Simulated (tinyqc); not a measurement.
What moves the zone average: special k points of the fcc lattice.

Lattice vectors in units of a: a1 = (0, 1/2, 1/2), a2 = (1/2, 0, 1/2), a3 = (1/2, 1/2, 0); reciprocal vectors b_i with a_i . b_j = 2 pi delta_ij. Mesh: k = sum_i f_i b_i with f_i = (2 j_i + shift)/(2 N), j_i = 0 .. N-1. The point group of the lattice has 48 operations; only those that map the mesh onto itself are used.

A_m(k) = sum over the m-th star of lattice vectors R of cos(k . R), stars in order of length: m = 1: |R|^2 = 0.5, 12 vectors, such as (1, 0, 0) in the basis a_i; m = 2: |R|^2 = 1, 6 vectors, such as (1, 1, -1) in the basis a_i; m = 3: |R|^2 = 1.5, 24 vectors, such as (2, 0, -1) in the basis a_i; m = 4: |R|^2 = 2, 12 vectors, such as (2, 0, 0) in the basis a_i; m = 5: |R|^2 = 2.5, 24 vectors, such as (2, 1, -1) in the basis a_i; m = 6: |R|^2 = 3, 8 vectors, such as (3, -1, -1) in the basis a_i. The zone mean of every A_m is zero.

Test function, the lower band of a two-band insulator: E(k) = -sqrt(D^2 + (e0 - t A_1(k))^2).

Values chosen for the exercise: D = 1.43 eV (half gap term); t = 0.45 eV (coupling); e0 = 3.08 eV (offset); N = 4 (points along each reciprocal vector); shift = 1 (half steps).

Mean of E over the mesh, and its error against the unshifted mesh with N = 24.

Results for these values:
```
case  mean (eV)  error (meV)  irreducible points
base    -3.5677         1.36                  10
```

What happens to each result for N = 5, all else kept?

Answer: mean falls from -3.5677 to -3.5693; error falls from 1.36 to -0.16; irreducible points rises from 10 to 19.

The same for each parameter in turn:
```
case          mean (eV)  error (meV)  irreducible points
base            -3.5677         1.36                  10
N = 5           -3.5693        -0.16                  19
shift = 0       -3.5574        11.68                   8
D = 1.001 eV    -3.3899         2.86                  10
t = 0.585 eV    -3.7415         1.62                  10
```

(tinyqc, `OMP_NUM_THREADS=1 python tinyqc.py 1682336 1682337 out.jsonl`, Intel(R) Xeon(R) Processor @ 2.30GHz, 1 thread, shared host, about 0.1 s.)
